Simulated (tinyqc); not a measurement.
# MOSFET in the linear regime without short-channel effects, parameter extraction from computed curves: extraction methods against the temperature

Inversion charge Q = Cox n Vt W0(exp((Vg - VT)/(n Vt))), W0 the Lambert function and n = nf; u = Q/Cox; mobility mu = mu0/(1 + th1 u + th2 u^2); channel resistance Rch = (L - dL)/(W mu Q); Id = Vd/(Rch + Rsd/W). Cox = eps0 eox/tox. Small Vd, no channel-length or drain effects.

From the continuous curve Id(Vg): tangent at peak gm (V_ext = Vg - Id/gm); constant current Id = 0.1 uA W/L; peak of d2Id/dVg2; Y = Id/sqrt(gm) drawn through Vg = VT + 0.6 and VT + 0.8 V, with intercept VT_Y and slope s. Mobilities gm,max L/(W Cox Vd) and s^2 L/(W Cox Vd) with the drawn L. Last column: share of Rsd/W in the total resistance at VT + 0.8 V.

Values chosen for this exercise; channel values of the order met in silicon transistors:
- eox = 3.9 (relative permittivity of the gate insulator (close to silicon dioxide))
- tox = 2.6 nm (insulator thickness)
- mu0 = 91 cm^2/(V s) (low-field mobility)
- th1 = 0.49 1/V (first mobility attenuation factor)
- th2 = 0.29 1/V^2 (second mobility attenuation factor)
- VT = 0.67 V (threshold voltage)
- nf = 1.12 (body factor)
- W = 1 um (gate width)
- L = 0.21 um (drawn gate length)
- dL = 0.009 um (drawn less effective length)
- Rsd = 150 ohm um (source plus drain resistance)
- Vd = 0.01 V (drain voltage)

Constants: q = 1.602176634e-19 C, kB = 1.380649e-23 J/K, Vt = kB T/q, eps0 = 8.8541878128e-14 F/cm where lengths are in cm. Results are converted to the units shown.

Extraction methods against the temperature:
```
T (K)	V_ext (V)	constant current (V)	second derivative (V)	VT_Y (V)	mobility from gm (cm^2/(V s))	mobility from Y (cm^2/(V s))	series share (%)
77	0.676	0.771	0.668	0.778	79.1	142	4.28
110	0.676	0.775	0.667	0.781	76.3	138	4.25
150	0.676	0.778	0.666	0.783	73.6	135	4.21
220	0.674	0.782	0.664	0.785	69.8	129	4.16
300	0.671	0.784	0.661	0.785	66.3	124	4.10
370	0.667	0.783	0.658	0.784	63.8	119	4.06
450	0.661	0.781	0.655	0.782	61.3	114	4.01
```

The model has VT = 0.67 V and mu0 = 91 cm^2/(V s). Over the table the extracted thresholds move by 15 mV (tangent), 13 mV (constant current), 14 mV (second derivative), 7.0 mV (Y function). The mobility from gm falls from 79.1 to 61.3 and that from Y falls from 142 to 114 cm^2/(V s).

Program tinyqc, `OMP_NUM_THREADS=1 python tinyqc.py 2210020 2210021 out.jsonl`; Intel Xeon 2.30GHz, shared host, one thread, about 0.01 s.
